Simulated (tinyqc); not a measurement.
Worked calculation: two-valley model of the transferred-electron effect. Computed by tinyqc, a small Python program that keeps every step. Command: `OMP_NUM_THREADS=1 python tinyqc.py 3019568 3019569 out.jsonl gunn walk`. One thread of a shared host (Intel(R) Xeon(R) Processor @ 2.30GHz), about 0.01 s of CPU time with the checks. Intermediate numbers are printed to about 5 digits and carried at full precision; extremes and crossings named in words are read from the listed rows.

Both kinds of valley share one electron temperature T_e, and each has a constant mobility.

Inputs (values chosen for the exercise, modelled on InP): central-valley mass m1 = 0.081 m_0; satellite-valley mass m2 = 0.25 m_0; satellite valleys Z = 4; valley separation dE = 0.55 eV; central-valley mobility mu1 = 4600 cm^2/(V s); satellite-valley mobility mu2 = 160 cm^2/(V s); energy relaxation time tau_E = 0.66 ps; lattice temperature T = 100 K; electric field F = 3.7 kV/cm; iteration cap = 600; doping n = 8.1e+15 1/cm^3; device length L = 2 micrometre; permittivity eps = 12.5.

Solver: bisection.

Constants: k_B = 8.617333262e-05 eV/K; eps_0 = 8.8541878128e-12 F/m; e = 1.602176634e-19 C.

## Equilibrium

Density-of-states ratio R = Z (m2/m1)^(3/2); n2/n1 = R exp(-dE/(k_B T_e)); mean mobility mu = (mu1 + mu2 n2/n1)/(1 + n2/n1); energy balance e mu F^2 = (3/2) k_B (T_e - T)/tau_E; v = mu F.

R = 21.689

n2/n1 without field = 4.1444e-27

low-field mobility = 4600 cm^2/(V s)

dE is 63.8 k_B T, so the satellites are empty without field.

## Electron temperature

Bisection on h(T_e) = T_out(T_e) - T_e between T and T_out(T), with T_out = T + (2/3) e mu(T_e) F^2 tau_E/k_B; stop when the bracket is below 1e-6 K.

Course of the iteration:
```
iteration  T_e (K)  mu (cm^2/(V s))  bracket (K)
1           260.77           4600.0   1.6077e+02
2           341.16           4600.0   8.0386e+01
3           381.35           4600.0   4.0193e+01
4           401.45           4600.0   2.0097e+01
5           411.50           4600.0   1.0048e+01
6           416.52           4600.0   5.0241e+00
7           419.03           4600.0   2.5121e+00
...            ...              ...          ...
23          421.54           4600.0   3.8331e-05
24          421.54           4600.0   1.9166e-05
25          421.54           4600.0   9.5828e-06
26          421.54           4600.0   4.7914e-06
27          421.54           4600.0   2.3957e-06
28          421.54           4600.0   1.1978e-06
29          421.54           4600.0   5.9892e-07
```

electron temperature T_e = 421.54 K

Converged in 29 iterations.

## Velocity

The formulas are those given above.

share in the satellites = 5.7635e-04 %

mean mobility = 4600.0 cm^2/(V s)

drift velocity = 1.7020 1e7 cm/s

## Peak, valley and negative differential mobility

Using T_e as the parameter, F(T_e) = sqrt(3 k_B (T_e - T)/(2 e mu tau_E)) and v = mu F; find the first maximum and the next minimum of v, and the most negative dv/dF between them.

threshold field = 9.2905 kV/cm

peak velocity = 3.1268 1e7 cm/s

T_e at the threshold = 1583.3 K

field of the velocity minimum = 29.829 kV/cm

valley velocity = 2.7366 1e7 cm/s

peak-to-valley ratio = 1.1426

most negative differential mobility = -368.11 cm^2/(V s)

At the threshold k_B T_e is dE/4.0. The field of this run lies below the threshold.

## Does a domain form?

Space charge grows at the rate n e |mu_d|/(eps eps_0) during the transit time L/v, with v the valley velocity; Kroemer's criterion asks n L > eps eps_0 v/(e |mu_d|). Transit frequency v/L.

critical n L = 5.1355e+11 1/cm^2

n L of the device = 1.62e+12 1/cm^2

transit frequency = 136.83 GHz

n L is 3.15 times the critical product: a domain can mature if the bias field lies in the region of negative slope.

## Velocity against field

The formulas are those given above.

The curve:
```
F (kV/cm)  T_e (K)  share in the satellites (%)  v (1e7 cm/s)  low-field line (1e7 cm/s)
0.37         103.2                   3.0268e-24        0.1702                     0.1702
0.93         120.3                   1.9843e-20        0.4278                     0.4278
1.90         184.8                   2.1682e-12        0.8740                     0.8740
2.60         258.8                   4.2144e-08        1.1960                     1.1960
3.70         421.5                   5.7635e-04        1.7020                     1.7020
5.20         732.9                   3.5702e-01        2.3838                     2.3920
7.40        1244.7                   1.1396e+01        3.0296                     3.4040
11.00       1838.1                   4.0241e+01        3.0946                     5.0600
18.00       2733.8                   6.7747e+01        2.8657                     8.2800
37.00       5329.8                   8.6753e+01        2.7682                    17.0200
```

v falls between 11 and 37 kV/cm, while the share in the slow valleys goes from 40 to 87 %: transfer outruns the rise of the field. With constant mobilities n2/n1 tends to R and v ends on the line (mu1 + R mu2) F/(1 + R), a mobility of 356; real satellites saturate instead. Rows with T_e above 3000 K lie outside the range of a Maxwellian in parabolic valleys.

Checks made by the program: field recovered from T_e by the energy balance (relative difference 4e-10).
